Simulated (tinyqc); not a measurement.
Random telegraph noise from one oxide trap in a small MOSFET: one step of the calculation.

An acceptor-like trap exchanges electrons with the channel. Inversion charge Q = Cox u, u = n Vt W0(exp((Vg - VT)/(n Vt))), W0 the Lambert function, n = nf, Cox = eps0 eox/tox; linear regime Id = (W/L) mu Q Vd. Relative to threshold the surface potential rises by Vt ln(u/u0) and the oxide voltage by the rest of Vg - VT, with u0 = n Vt W0(1).

Question. Lorentzian spectrum. Spectrum S(f) = 4 dI^2/{(tc + te)[(1/tc + 1/te)^2 + (2 pi f)^2]}; corner fc = (1/tc + 1/te)/(2 pi); variance dI^2 tc te/(tc + te)^2. Give S at f = 0, at fc and at 10 fc.

tc = 31.250017 s
te = 16.546758 s
dI = 194.66914 nA

Give: fc; S(0); S(fc); S(10 fc); rms current.

Answer.

fc = 0.01471 Hz
S(0) = 3.712e-13 A^2/Hz
S(fc) = 1.856e-13 A^2/Hz
S(10 fc) = 3.675e-15 A^2/Hz
rms current = 92.61 nA

The rms value is 0.476 of the step; it reaches its largest share, 1/2, when tc = te.

Range of the model: VT is taken as given; short-channel effects and the uneven flow of current among few electrons are left out.

Program tinyqc, `OMP_NUM_THREADS=1 python tinyqc.py 2710099 2710100 out.jsonl`; Intel Xeon 2.30GHz, shared host, one thread, about 0.01 s.
